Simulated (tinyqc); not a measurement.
Deep level with several charge states, and Shockley-Read-Hall recombination, step by step. Values are carried at full precision from step to step, so a last printed digit may differ when a step is redone from the rounded ones.

Energies from Ev. The defect has charge states 0, -1, -2 with weights 1, gm exp((EF - E1)/kT), exp((2 EF - E1 - E2)/kT); the shares are the weights over their sum. Boltzmann carriers: n = Nc exp((EF - Eg)/kT), p = Nv exp(-EF/kT). Neutrality: p - n + Nd + Nt <q> = 0.

Constants: kB = 8.617333262e-05 eV/K.

Values chosen for the exercise (gap and densities of states near those of GaAs at this temperature; not measured data):
```
symbol  value     unit    meaning
Eg      1.401     eV      gap
Nc      4.44e+17  1/cm^3  conduction-band density of states
Nv      9.45e+18  1/cm^3  valence-band density of states
T       300       K
E1      0.358     eV      level (0/-1) above Ev
E2      0.73      eV      level (-1/-2) above Ev
gm      1                 degeneracy of the middle state, the others 1
Nt      4.5e+14   1/cm^3  defects
Nd      -1.1e+14  1/cm^3  ionised shallow donors minus acceptors
E_try   0.416     eV      trial Fermi level
Et      0.358     eV      recombination level above Ev
sn      1.9e-15   cm^2    electron capture cross-section
sp_     2.3e-15   cm^2    hole capture cross-section
vth     14000000  cm/s    thermal velocity, both carriers
Nm      4.5e+15   1/cm^3  equilibrium holes for the lifetime steps
dn      2.9e+15   1/cm^3  excess pairs
```

## Charge states at a trial Fermi level

Form the exponents, the shares, the mean charge and the residual of neutrality at EF = E_try.

exponents of the second and third weights: [2.244, -9.903]

shares: 0 0.0959, -1 0.9041, -2 0.0000

<q> = -0.9041

n, p (1/cm^3): [12.6, 9.70e+11]

residual = -5.16e+14 1/cm^3

The residual is negative, so EF must fall.

## The neutral state

Solve for EF.

EF = 0.2878 eV

shares at EF: 0 0.938, -1 0.062, -2 0.000

n = 0.0886 1/cm^3
p = 1.38e+14 1/cm^3

Without the defects the majority density would be 1.10e+14 1/cm^3; with them the density of these carriers is 1.38e+14, so they add carriers. Most defects are in the state 0.

## Recombination through one level

One level at Et with degeneracy 1: tn = 1/(sn vth Nt), tp = 1/(sp_ vth Nt), n1 = Nc exp((Et - Eg)/kT), p1 = Nv exp(-Et/kT), ni^2 = n1 p1. Equilibrium p0 = Nm, n0 = ni^2/Nm; n = n0 + dn, p = p0 + dn. U = (n p - ni^2)/(tp (n + n1) + tn (p + p1)), lifetime dn/U; emission rates en = sn vth n1, ep = sp_ vth p1.

Evaluate each quantity.

tn, tp (microsecond): [0.08354, 0.06901]

n1, p1 (1/cm^3): [1.34, 9.15e+12]

U = 2.62e+22 1/(cm^3 s)
lifetime = 0.111 microsecond

The lifetime is 1.325 times the minority capture time tn and 0.726 times tn + tp, the limit of high injection.

## Emission and generation in a depleted region

With n = p = 0 the level generates pairs at G = Nt en ep/(en + ep); generation lifetime tg = ni/G; current density e G W for a width W = 1 micrometre, e = 1.602176634e-19 C.

en, ep (1/s): [3.55e-08, 2.95e+05]

G = 1.60e+07 1/(cm^3 s)
tg = 2.19e+05 microsecond
current density = 2.56e-16 A/cm^2

The slower step, electron emission, limits the rate: en/ep = 1.21e-13.

## Checks

- U against hole capture minus emission at the steady occupation of the level (1/(cm^3 s)): both 2.620e+22.

Computed by tinyqc, a small Python program: `OMP_NUM_THREADS=1 python tinyqc.py 1650022 1650023 out.jsonl` (the numbers bound the seed that draws the inputs); one thread of a shared host (Intel(R) Xeon(R) Processor @ 2.30GHz), about 0.01 s for the whole set of steps.
